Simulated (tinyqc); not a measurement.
Worked calculation: three-level Kane dispersion of a narrow-gap semiconductor. Values are carried at full precision from step to step, so a last printed digit may differ when a step is redone from the rounded ones.

Zero of energy at Gamma8, c = hbar^2/2m0, P^2 = Ep c. The free-electron term and remote bands are left out, so the heavy holes are flat at E = 0 and the other three bands obey E (E - Eg)(E + Dso) = P^2 k^2 (E + 2 Dso/3). The conduction band is the highest root; its edge is Ec = max(Eg, 0).

Constants: hbar^2/2m0 = 3.80998211 eV angstrom^2; hbar = 6.58211957e-16 eV s; e^2/(4 pi eps0) = 14.39964547 eV angstrom; muB = 5.788381798e-05 eV/T.

Parameters, chosen for this exercise (near those of grey Sn; the results hold for these values, not for the real material): Eg = -0.413 eV (E(Gamma6) - E(Gamma8)); Dso = 0.8 eV (spin-orbit splitting); Ep = 23.3 eV (Kane energy); k = 0.023 1/angstrom (wave vector); n = 1.3e+17 cm^-3 (electron density); eps = 22.8 (high-frequency dielectric constant); B = 3.8 T (magnetic field).

## The three bands at one k

Expand the equation into E^3 + a2 E^2 + a1 E + a0 = 0 and give its roots; compare with the two-level form (Dso to infinity) E = Eg/2 +/- sqrt(Eg^2/4 + (2/3) P^2 k^2).

P^2 k^2 = 0.046961 eV^2

a2, a1, a0: 1.213000  0.283439  -0.025046

roots (eV): -0.8401  -0.4405  0.0677

two-level form (eV): -0.4784  0.0654

The two-level form misses the highest root by -2.2 meV. The order is inverted: the band that would be the light hole curves upward from Gamma8 and touches the heavy holes, so there is no gap.

## Mass at the edge and limiting velocity

For Eg < 0 the conduction band starts at Gamma8 with m0* = 3 |Eg|/(2 Ep). In the two-level form the velocity tends to v = sqrt(2/3) P/hbar, and |Eg| = 2 m v^2 with m = 3 |Eg|/(2 Ep), as for a relativistic particle. 1 angstrom = 1e-10 m.

m0* = 0.02659 m0
P = 9.4219 eV angstrom
v = 1.169e+06 m/s
k at which the linear part sets in, |Eg|/(2 hbar v) = 0.02684 1/angstrom

## Fermi level and mass at a given density

Degenerate electrons at T = 0: kF = (3 pi^2 n)^(1/3), 1 cm^-3 = 1e-24 angstrom^-3; EF is the highest root at kF. The momentum (cyclotron, optical) mass is m(E) = hbar^2 k/(dE/dk) = c d(k^2)/dE with d(k^2)/dE = k^2 [1/E + 1/(E - Eg) + 1/(E + Dso) - 1/(E + 2 Dso/3)]; the density of states is k d(k^2)/dE/(2 pi^2).

Edge mass m0* = 3 |Eg|/(2 Ep).

Compare EF - Ec with the parabolic value c kF^2/m0*.

kF = 0.01567 1/angstrom
EF - Ec = 0.0332 eV
parabolic value = 0.0352 eV
m(EF) = 0.02973 m0
m(EF)/m0* = 1.118
density of states at EF = 6.196e+18 1/(eV cm^3)

The parabola overstates EF - Ec by a factor of 1.06; (EF - Ec)/|Eg| = 0.08, and the two-level rule 1 + 2 (EF - Ec)/|Eg| = 1.161 estimates the mass ratio.

## Plasma and cyclotron energies

hbar wp = sqrt(8 pi c (e^2/4 pi eps0) n/(eps m)), hbar wc = 2 muB B/m (classical limit), with m = m(EF) and, for comparison, the edge mass; n in angstrom^-3.

hbar wp with m(EF), with m0* (meV): 16.26  17.20

hbar wc with m(EF), with m0* (meV): 14.80  16.55

hbar wc is not small against EF - Ec = 33.2 meV, so fewer than ten Landau levels are filled and the classical value is only a guide.

## Checks

- Roots of the cubic against the 8 x 8 Kane matrix without remote terms: they agree to 1e-10 or better.
- m(E) near the edge against m0*: both 0.02659.

Program tinyqc; command `OMP_NUM_THREADS=1 python tinyqc.py 1050135 1050136 out.jsonl`; about 0.01 s on one thread of a shared Intel(R) Xeon(R) Processor @ 2.30GHz.
